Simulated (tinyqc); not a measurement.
# Frequency dispersion of an accumulation capacitance by border traps, distributed model: what changes with what

Traps spread evenly through the insulator exchange electrons with the semiconductor by tunnelling, with tau(x) = t0 exp(2 ka x) at depth x from the interface. The admittance per area Y seen at depth x obeys dY/dx = -Y^2/(i w eps0 eox) + q Nb ln(1 + i w tau)/tau, with Y(0) = i w Cs and w = 2 pi f; the gate sees Y(tox) = G + i w C. Working variable y = Y/(i w), in uF/cm^2. Cox = eps0 eox/tox.

Values chosen for this exercise; permittivity close to that of hafnium oxide:
- eox = 19.2 (relative permittivity of the insulator)
- tox = 4.9 nm (insulator thickness)
- Cs = 4.5 uF/cm^2 (semiconductor capacitance in accumulation)
- Nb = 5.7e19 cm^-3 eV^-1 (density of border traps)
- ka = 6.1 1/nm (decay constant of the wave function in the insulator)
- t0 = 4e-10 s (time constant of a trap at the interface)
- f = 10000 Hz (frequency)

Constants: q = 1.602176634e-19 C, eps0 = 8.8541878128e-14 F/cm where lengths are in cm. Results are converted to the units shown.

Each table varies one quantity; the others keep the values above.

## Capacitance and loss against frequency

Cox; trap-free value 1/(1/Cox + 1/Cs); response depth d = ln(1/(w t0))/(2 ka), where w tau = 1; lumped estimate: all traps within d act as C_bt = q Nb d placed at d/2, so C = 1/{1/[1/(1/Cs + d/(2 eps0 eox)) + C_bt] + (tox - d/2)/(eps0 eox)}. C and G from a fine integration; dispersion -d C/d log10 f over C, from f times and over 1.1. For a broad spread of time constants G/w is close to -(pi/2) dC/d ln w.

The same in every row: trap-free C (uF/cm^2) = 1.959.

Results:
```
f (Hz),d (nm),C (uF/cm^2),G/w (uF/cm^2),dispersion (% a decade),-(pi/2) dC/d ln w (uF/cm^2),lumped C (uF/cm^2)
10,1.434,2.291,0.03488,2.230,0.03486,2.260
1000,1.057,2.194,0.03120,2.083,0.03119,2.171
10000,0.8681,2.150,0.02953,2.012,0.02951,2.129
1e5,0.6794,2.108,0.02794,1.942,0.02793,2.088
1e6,0.4907,2.068,0.02643,1.873,0.02643,2.050
1e7,0.3019,2.030,0.02486,1.805,0.02501,2.014
```

Estimate the missing row, f = 100 Hz.

Computed row:
```
f (Hz),d (nm),C (uF/cm^2),G/w (uF/cm^2),dispersion (% a decade),-(pi/2) dC/d ln w (uF/cm^2),lumped C (uF/cm^2)
100,1.246,2.241,0.03298,2.156,0.03297,2.214
```

With this row back in the table: C falls from 2.291 to 2.030 uF/cm^2, towards the trap-free 1.959; each decade of frequency removes ln 10/(2 ka) = 0.189 nm from the response depth. The dispersion falls from 2.23 to 1.81 % a decade and G/w falls from 0.0349 to 0.0249 uF/cm^2. G/w lies between 0.994 and 1.00 times -(pi/2) dC/d ln w, the relation for a broad spread of time constants.

## Effect of the insulator thickness

Same model as above.

The same in every row: d (nm) = 0.8681.

Result of one run:
```
tox (nm),C (uF/cm^2),G/w (uF/cm^2),dispersion (% a decade),-(pi/2) dC/d ln w (uF/cm^2),lumped C (uF/cm^2),trap-free C (uF/cm^2)
3.9,2.461,0.03869,2.303,0.03867,2.433,2.214
```

What becomes of these results when the insulator thickness tox is changed from 3.9 to 20 nm, all else the same?

Result of the changed run:
```
tox (nm),C (uF/cm^2),G/w (uF/cm^2),dispersion (% a decade),-(pi/2) dC/d ln w (uF/cm^2),lumped C (uF/cm^2),trap-free C (uF/cm^2)
20,0.7389,0.003487,0.6918,0.003487,0.7364,0.7150
```

The whole series:
```
tox (nm),C (uF/cm^2),G/w (uF/cm^2),dispersion (% a decade),-(pi/2) dC/d ln w (uF/cm^2),lumped C (uF/cm^2),trap-free C (uF/cm^2)
2,3.395,0.07363,3.176,0.07354,3.342,2.942
2.8,2.927,0.05474,2.739,0.05469,2.888,2.584
3.9,2.461,0.03869,2.303,0.03867,2.433,2.214
5.4,2.022,0.02612,1.893,0.02611,2.003,1.852
7.5,1.618,0.01672,1.514,0.01672,1.606,1.507
10,1.307,0.01091,1.224,0.01091,1.299,1.234
14,0.9996,0.006382,0.9358,0.006382,0.9950,0.9563
20,0.7389,0.003487,0.6918,0.003487,0.7364,0.7150
```

As tox goes from 2 to 20, C falls from 3.39 to 0.739 uF/cm^2, the dispersion falls from 3.18 to 0.692 % a decade and G/w falls from 0.0736 to 0.00349 uF/cm^2. The lumped estimate is 1.5 % below C in the first row and 0.35 % below it in the last.

Program tinyqc, `OMP_NUM_THREADS=1 python tinyqc.py 2202049 2202050 out.jsonl`; Intel Xeon 2.30GHz, shared host, one thread, about 0.5 s.
